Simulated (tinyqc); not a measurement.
Two-dimensional dopant profile at a mask edge: lateral junction, overlap and effective channel length: one step, computed by the program tinyqc.

Ions enter for y < 0; the mask (spacer, then gate) covers y > 0. x is the depth. The surface reflects dopant during the anneal.

Question. Lateral junction at the surface. Widths s_x^2 = (vertical straggle)^2 + 2 D t, s_y^2 = (lateral straggle)^2 + 2 D t. C(x, y) = V(x) (1/2) erfc(y/(sqrt2 s_y)), V(x) = Q/(sqrt(2 pi) s_x) [exp(-(x - R_p)^2/(2 s_x^2)) + exp(-(x + R_p)^2/(2 s_x^2))]; 1 nm = 1e-7 cm. The lateral junction at depth x solves C = C_B: y_j(x) = sqrt2 s_y erfc^-1(2 C_B/V(x)). Overlap under the gate = y_j(0) - spacer; metallurgical channel L_met = L_g - 2 overlap (tails from the two sides are not added). Abruptness at y_j(0) in nm per decade = ln(10) s_y sqrt(pi/2) exp(u^2) erfc(u), u = y_j/(sqrt2 s_y). Overlap capacitance per width = 3.9 eps_0 overlap/t_ox (zero if there is no overlap).

Inputs (values chosen for the exercise, modelled on a source-drain extension in silicon):
```
quantity              value    unit
channel doping C_B  2.2e+18  1/cm^3
gate length L_g          72      nm
offset spacer           5.1      nm
oxide thickness         1.7      nm
```

s_y = 3.753665 nm

V at the surface = 1.420242e+20 1/cm^3

vertical junction x_j = 18.37495 nm

Constants: eps_0 = 8.8541878128e-12 F/m.

Give: lateral junction y_j(0); ratio y_j(0)/x_j; overlap; metallurgical channel L_met; lateral abruptness; overlap capacitance.

Answer.

lateral junction y_j(0) = 8.098 nm

ratio y_j(0)/x_j = 0.4407

overlap = 2.998 nm

metallurgical channel L_met = 66.00 nm

lateral abruptness = 3.439 nm/decade

overlap capacitance = 0.06089 fF/um

The two overlaps take 8 % of the gate length. Caution: the peak exceeds usual solubilities, so part of the dose is inactive and diffusion is concentration dependent. Caution: the profile peaks below the surface, where the junction reaches further under the gate than y_j(0); the overlap given is the one at the surface.
